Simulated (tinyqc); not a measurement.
Single-junction solar cell, detailed-balance limit: two steps of the calculation.

Every photon above the gap Eg makes one pair and none below is absorbed; carriers thermalise at T and move without loss. Jsc = q fs X Phi(Eg, Ts); the dark current is J0 = q ge Phi(Eg, T)/ERE with the Boltzmann factor exp(V/Vt). The efficiency is the electrical power over fs X sigma Ts^4.

Parameters, values chosen for the exercise: temperature of the black-body sun Ts = 5760 K; band gap Eg = 0.72 eV.

Constants: q = 1.602176634e-19 C, kB = 1.380649e-23 J/K, h = 6.62607015e-34 J s, c = 299792458 m/s. Results are converted to the units shown.

Question 1. Photon flux of the source, term by term. Photon flux above E from a black body at temperature T into a hemisphere: Phi(E, T) = A sum_k exp(-k E/th)[E^2 th/k + 2 E th^2/k^2 + 2 th^3/k^3], k = 1, 2, ..., with th = kB T/q in eV and A = 2 pi q^3/(h^3 c^2). The first six terms at E = Eg, T = Ts are listed; the flux takes all.

Find: th; A; terms k = 1..6; Phi(Eg, Ts).

Answer 1.

th = 0.49636 eV
A = 9.8833e22 cm^-2 s^-1 eV^-3
terms k = 1..6 (eV^3): [0.20083, 0.013626, 0.0017298, 2.7284e-4, 4.7880e-5, 8.9440e-6]
Phi(Eg, Ts) = 2.1400e22 cm^-2 s^-1

Question 2. Maximum power point by substitution. v = Vmp/Vt solves (1 + v) exp(v) = 1 + Jsc/J0; v(new) = ln[(1 + Jsc/J0)/(1 + v)].

v after iteration 1 = 21.428025
Jsc = 37028.693 mA/cm^2
J0 = 1.8300595e-5 mA/cm^2

Wanted: v after iteration 2.

Answer 2.

v after iteration 2 = 18.318

tinyqc, about 0.01 s, one thread, Intel Xeon 2.30GHz (shared host): `OMP_NUM_THREADS=1 python tinyqc.py 2820135 2820136 out.jsonl`
